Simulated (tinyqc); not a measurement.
From results back to parameters: effective mass of the conduction band from tabulated energies. Three cases, with inputs chosen for the exercise.

Problem. A band follows E (1 + alpha E) = c k^2/m, c = hbar^2/2m0. Its energies at two wave vectors are given.

Constants: hbar^2/2m0 = 3.80998211 eV angstrom^2.
Find: y = c k^2/E; m; alpha.
Method. y = m + m alpha E is a straight line through the two points.

Case 1.

Values chosen (out of a larger set: band of an eight-band Kane model near CdTe; not measured data): k12 = (0.033, 0.088) 1/angstrom (two wave vectors).

energies (meV): 42.51323  264.93816

Solution.

y = c k^2/E (m0): 0.09759  0.11136
m = 0.0950 m0
alpha = 0.65 1/eV

Case 2.

Values chosen (out of a larger set: band of an eight-band Kane model near Ge; not measured data): k12 = (0.0126, 0.0336) 1/angstrom (two wave vectors).

energies (meV): 15.80165  100.98224

Solution.

y = c k^2/E (m0): 0.03828  0.04259
m = 0.0375 m0
alpha = 1.35 1/eV

Case 3.

Values chosen (out of a larger set: band of an eight-band Kane model near Ge; not measured data): k12 = (0.0108, 0.0288) 1/angstrom (two wave vectors).

energies (meV): 11.54502  76.56202

Solution.

y = c k^2/E (m0): 0.03849  0.04128
m = 0.0380 m0
alpha = 1.13 1/eV

Computed by tinyqc, one run a case: `OMP_NUM_THREADS=1 python tinyqc.py N N+1 out.jsonl` with N = 1880976, 1881024, 1881047; one thread of a shared Intel(R) Xeon(R) Processor @ 2.30GHz, about 0.01 s a run at most.
